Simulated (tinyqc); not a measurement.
# Tersoff bond-order potential, step by step

A worked calculation. Computed by tinyqc, a small Python program that keeps every step. Command: `OMP_NUM_THREADS=1 python tinyqc.py 3008707 3008708 out.jsonl tersoff walk`. One thread of a shared host (Intel(R) Xeon(R) Processor @ 2.30GHz), about 0.01 s of CPU time with the checks. Intermediate numbers are printed to about 6 digits and carried at full precision; extremes and crossings named in words are read from the listed rows.

E = (1/2) sum_(i, j != i) [A exp(-lambda r_ij) - b_ij B exp(-mu r_ij)], b_ij = (1 + (beta zeta_ij)^n)^(-1/(2n)), zeta_ij = sum_(k != i, j) g(theta_ijk), g = 1 + c^2/d^2 - c^2/(d^2 + (h - cos theta)^2), with theta at atom i. Only nearest neighbours count (cut-off function 1 for them, 0 beyond).

Inputs (values chosen for the exercise, modelled on silicon):

| quantity | value | unit |
|---|---|---|
| A | 1798.2 | eV |
| B | 464.55 | eV |
| lambda | 2.4799 | 1/angstrom |
| mu | 1.7322 | 1/angstrom |
| beta | 1.08e-06 | - |
| n | 0.7899 | - |
| c | 98870 | - |
| d | 16.23 | - |
| h | -0.5784 | - |
| bond length r_12 | 2.45 | angstrom |
| bond length r_13 | 2.46 | angstrom |
| angle theta at atom 1 | 166 | degrees |

Constants: 1 eV/angstrom^3 = 160.2176634 GPa.

## An open trimer

Atom 1 binds atoms 2 and 3, which do not interact. b_12 = b_13 follow from zeta = g(theta); b_21 = b_31 = 1. E = sum over the two bonds of A exp(-lambda r) - (b + 1)/2 B exp(-mu r).

g(theta) = 21625.3

bond order b_12 = 0.968755

repulsive terms (eV): 4.13210  4.03089

attractive terms B exp(-mu r) (eV): 6.66706  6.55257

energy of the trimer = -4.85011 eV

g is least (g = 1) at cos theta = h, 125.3 degrees, wider than the tetrahedral 109.47.

## The diamond lattice

zeta = 3 g(cos theta = -1/3). With z equal bonds of order b, r = ln(lambda A/(mu b B))/(lambda - mu) and E per atom = -(z/2) b B exp(-mu r)(1 - mu/lambda). a0 = 4 r/sqrt3; B0 = phi''(r)/(3 a0) with phi'' = mu (lambda - mu) b B exp(-mu r), since b does not change under uniform scaling.

zeta = 25380.3

bond order b = 0.964733

bond length = 2.33811 angstrom

energy per atom of the diamond lattice = -4.70805 eV

lattice constant a0 = 5.39962 angstrom

bulk modulus B0 = 100.016 GPa

## Elastic constants of the diamond lattice

Second derivatives of the energy per atom, volume V = a0^3/8: e_xx gives C11; e_xx = -e_yy gives 2 (C11 - C12); e_xy = e_yx = s/2 with a sublattice shift u_z gives C44 = (E_ss - E_su^2/E_uu)/V and Kleinman's parameter |E_su/E_uu|/(a0/4).

C11 = 146.072 GPa

C12 = 76.9878 GPa

C44 = 69.3351 GPa

Kleinman's parameter = 0.671862

## Unrelaxed vacancy

Each of the four neighbours loses one bond; its three other bonds now have zeta = 2 g, for the direction that starts at it. E_v = -E + 12 x (1/2)(b(3g) - b(2g)) B exp(-mu r), where -E is the pair-like cost.

b(2g) = 0.974077

unrelaxed vacancy energy E_v = 4.25434 eV

Stronger back bonds return 0.454 eV, so E_v is 90 % of the cohesive energy.

## Energy against coordination

Angles seen from one bond (cos theta: count): chain -1: 1; graphitic -1/2: 2; diamond -1/3: 3; square net 0: 2, -1: 1; simple cubic 0: 4, -1: 1; bcc 1/3: 3, -1/3: 3, -1: 1; fcc 1/2: 4, 0: 2, -1/2: 4, -1: 1.

Relaxed structures:

| structure | z | zeta | b | r (angstrom) | E per atom (eV) | E per bond (eV) |
|---|---|---|---|---|---|---|
| dimer | 1 | 0 | 1.00000 | 2.29009 | -1.32586 | -2.65172 |
| chain | 2 | 2.50254e+04 | 0.96511 | 2.33759 | -2.35704 | -2.35704 |
| graphitic | 3 | 1.73384e+03 | 0.99559 | 2.29600 | -3.91970 | -2.61313 |
| diamond | 4 | 2.53803e+04 | 0.96473 | 2.33811 | -4.70805 | -2.35403 |
| square net | 4 | 1.19171e+05 | 0.89194 | 2.44303 | -3.62945 | -1.81472 |
| simple cubic | 6 | 2.13316e+05 | 0.84142 | 2.52102 | -4.48674 | -1.49558 |
| bcc | 8 | 4.00631e+05 | 0.76847 | 2.64230 | -4.42842 | -1.10710 |
| fcc | 12 | 7.75114e+05 | 0.67309 | 2.81954 | -4.28014 | -0.71336 |

The lowest are diamond, simple cubic and bcc, the first two 0.221 eV apart. The bond order falls from 1 to 0.673 and the bond weakens from -2.65 to -0.71 eV, as b^(lambda/(lambda - mu)) with exponent 3.32. With the same z = 4 the square net lies 1.08 eV above diamond, from its angles alone. Caution: in bcc and other dense structures second neighbours can fall inside the usual cut-off; they are left out here.

Checks made by the program: (C11 + 2 C12)/3 against B0 (relative difference 3e-08).
